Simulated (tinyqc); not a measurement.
Resistance of a source-drain extension with a graded tip: two steps of the calculation.

y runs along the channel, the gate covers y > 0. The doping is N0 for y < y0 and N0 10^(-(y - y0)/la) beyond, uniform over the depth xj. Sheet conductance s(y) = q mu(N) max(N - Nch, 0) xj + (for y > 0) ma Cox Vo, with mu(N) = u0 + (u1 - u0)/(1 + (N/Nr)^au) and Cox = eps0 eox/tox. Current is taken as one-dimensional; depletion of the tip, spreading and the contact are left out. The metallurgical junction lies at yj, where N = Nch.

Parameters, values chosen for the exercise; mobility law close to that of electrons in silicon: relative permittivity of the gate insulator (close to silicon nitride) eox = 7.64; insulator thickness tox = 3.3 nm; active doping of the extension far from the gate N0 = 2.9e20 cm^-3; lateral abruptness la = 5.3 nm/decade; position under the gate where the fall begins (gate edge at 0) y0 = 3.6 nm; depth of the extension xj = 19 nm; channel doping Nch = 6.9e17 cm^-3; gate overdrive Vo = 0.36 V; mobility of the gate-induced layer ma = 200 cm^2/(V s); mobility at low doping u1 = 1414 cm^2/(V s); mobility at high doping u0 = 68.5 cm^2/(V s); reference doping Nr = 9.2e16 cm^-3; exponent au = 0.711; gate length Lg = 60 nm.

Constants: q = 1.602176634e-19 C, eps0 = 8.8541878128e-14 F/cm where lengths are in cm. Results are converted to the units shown.

Task 1. Sheet resistances and junction position. yj = y0 + la log10(N0/Nch); sheet resistance of the full extension 1/[q mu(N0)(N0 - Nch) xj] and of the gate-induced layer 1/(ma Cox Vo); metallurgical length Lg - 2 yj; ye is where the doped and the gate-induced conductances are equal.

Wanted: yj; sheet resistance of the extension; sheet resistance of the induced layer; metallurgical length; ye; N at ye.

Result 1.

yj = 17.50 nm
sheet resistance of the extension = 155.8 ohm/square
sheet resistance of the induced layer = 6775 ohm/square
metallurgical length = 24.99 nm
ye = 13.61 nm
N at ye = 3.750e18 cm^-3

The gate takes over 3.90 nm before the junction, where N is still 5.43 times the channel doping.

Task 2. Resistance of the overlapped part. Midpoint rule on 9 equal steps from 0 to yj: R_ov = sum h/s(y), per width.

Wanted: y; N; doped conductance; sheet resistance; R_ov.

Result 2.

```
point,y (nm),N (cm^-3),doped conductance (uS),sheet resistance (ohm/square)
0,0.9725,2.900e20,6417,152.3
1,2.917,2.900e20,6417,152.3
2,4.862,1.676e20,3807,252.9
3,6.807,7.198e19,1740,529.7
4,8.752,3.092e19,825.2,1028
5,10.70,1.328e19,408.7,1798
6,12.64,5.705e18,208.3,2810
7,14.59,2.451e18,100.4,4032
8,16.53,1.053e18,29.88,5635
```

R_ov = 31.88 ohm um

Numbers from tinyqc (`OMP_NUM_THREADS=1 python tinyqc.py 2282015 2282016 out.jsonl`; about 0.04 s on one thread of a shared Intel Xeon 2.30GHz).
